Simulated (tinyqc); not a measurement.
Heisenberg spin cluster by exact diagonalisation: multiplets, susceptibility, level crossings. Changing the exchange J2. Computed by tinyqc, a small Python program. Command: `OMP_NUM_THREADS=1 python tinyqc.py 3001883 3001884 out.jsonl spincl sweep`. One thread of a shared host (Intel(R) Xeon(R) Processor @ 2.30GHz), about 0.01 s of CPU time with the checks.

H = J1 sum S_i.S_j over the bonds 1-2, 2-3 + J2 sum over 1-3 - g mu_B B S_z; J > 0 is antiferromagnetic.

Inputs (values chosen for the exercise, for a model cluster):

| quantity | value | unit |
|---|---|---|
| exchange J1 | 0.401 | meV |
| g factor | 2.24 | - |
| temperature T | 14 | K |
| field B | 1.3 | T |

Cluster: triangle, two J1 bonds and one J2 bond. Spin s of each site: 0.5.

Constants: k_B = 8.617333262e-05 eV/K; mu_B = 5.7883818060e-05 eV/T.

Method:
- Every multiplet has one member in the block S_z = 0.5; diagonalise it and read the total spin from <S^2> = S (S + 1).
- Z = sum k (2S + 1) exp(-E/(k_B T)) over the table, k the number of multiplets; <S^2> likewise with the factor S (S + 1); chi T = N_A g^2 mu_B^2 <S^2>/(3 k_B) = 0.125049 g^2 <S^2> cm^3 K/mol (cgs, per mole of clusters); C = (<E^2> - <E>^2)/(k_B T)^2; entropy = ln Z + <E>/(k_B T).
- Each multiplet splits as E - g mu_B B m; <S_z> is the Boltzmann mean. The first level crossing is at the smallest (E_S - E_0)/(g mu_B (S - S_0)) over higher spins (0 if the ground state has the highest spin).

One run for each value:

| exchange J2 (meV) | ground energy (meV) | gap to the next level (meV) | chi T (cm^3 K/mol) | first crossing field (T) |
|---|---|---|---|---|
| -0.400 | -0.5010 | 0.6015 | 1.3083 | 4.6391 |
| -0.300 | -0.4760 | 0.6015 | 1.2949 | 4.6391 |
| -0.190 | -0.4485 | 0.5910 | 1.2793 | 4.6391 |
| -0.088 | -0.4230 | 0.4890 | 1.2641 | 4.6391 |
| 0.016 | -0.3970 | 0.3850 | 1.2479 | 4.6391 |
| 0.120 | -0.3710 | 0.2810 | 1.2310 | 4.6391 |
| 0.220 | -0.3460 | 0.1810 | 1.2141 | 4.6391 |
| 0.330 | -0.3185 | 0.0710 | 1.1947 | 4.6391 |
| 0.430 | -0.3225 | 0.0290 | 1.1765 | 4.8627 |
| 0.540 | -0.4050 | 0.1390 | 1.1558 | 5.7111 |
| 0.640 | -0.4800 | 0.2390 | 1.1365 | 6.4824 |

What does the table show, and why?

Over the rows, ground energy (meV) goes from -0.501 through a maximum among these rows, -0.319 at 0.330, to -0.480; gap to the next level (meV) goes from 0.602 through a minimum among these rows, 0.0290 at 0.430, to 0.239; chi T (cm^3 K/mol) falls from 1.31 to 1.14. The gap is smallest, 0.0290 meV, at J2 = 0.430 meV among these rows; a gap that closes marks a crossing of two levels.

Extremes, crossings and ranges named in words are read from the listed rows.
